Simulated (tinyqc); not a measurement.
Nanowire ballistic transistor, top-of-the-barrier model: one step of the calculation.

At the top of the source barrier, states moving towards the drain are filled by the source (Fermi level 0) and states moving back by the drain (Fermi level -q Vd); nothing scatters. U is the shift of the band edge there, set by the capacitances CG, CD and CS (the total) and by the charge. Parabolic one-dimensional subbands; the source is grounded.

Question. Self-consistent potential at the barrier top. eta1 = -(E0 + U)/Vt, eta2 = eta1 - Vd/Vt, n = (N0/2)[F_(-1/2)(eta1) + F_(-1/2)(eta2)], F_(-1/2)(x) = (1/sqrt(pi)) int_0^infinity u^(-1/2)/(1 + exp(u - x)) du. Each F is summed over the two subbands, F(eta) + F(eta - dE/Vt), which share the mass. U(out) = UL + q (n - n0)/CS. Newton step: U(new) = U + (U(out) - U)/(1 + CQ/CS), CQ = (q/Vt) dn/d(eta1) with both F' summed; F' = dF_(-1/2)/dx.

Inputs (values chosen for the exercise); mass and valleys close to those of a monolayer dichalcogenide:
- T = 350 K (temperature)
- dE = 0.18 eV (offset of a second subband (0: none))
- E0 = 0.35 eV (band edge at the barrier top above the source Fermi level at zero bias)
- Vd = 0.1 V (drain voltage)

Constants: q = 1.602176634e-19 C, kB = 1.380649e-23 J/K, Vt = kB T/q. Results are converted to the units shown.

U at the start (U = UL) = -0.4157 eV
N0 = 7.1626371e6 cm^-1
CS = 3.0851693 pF/cm
n0 = 65.524244 cm^-1
UL = -0.4157 eV

Find: eta1; eta2; n; U(out); CQ; U after iteration 1.

Answer.

eta1 = 2.178
eta2 = -1.137
n = 6.532e6 cm^-1
U(out) = -0.07648 eV
CQ = 12.33 pF/cm
U after iteration 1 = -0.3478 eV

tinyqc, about 0.1 s, one thread, Intel Xeon 2.30GHz (shared host): `OMP_NUM_THREADS=1 python tinyqc.py 2400106 2400107 out.jsonl`
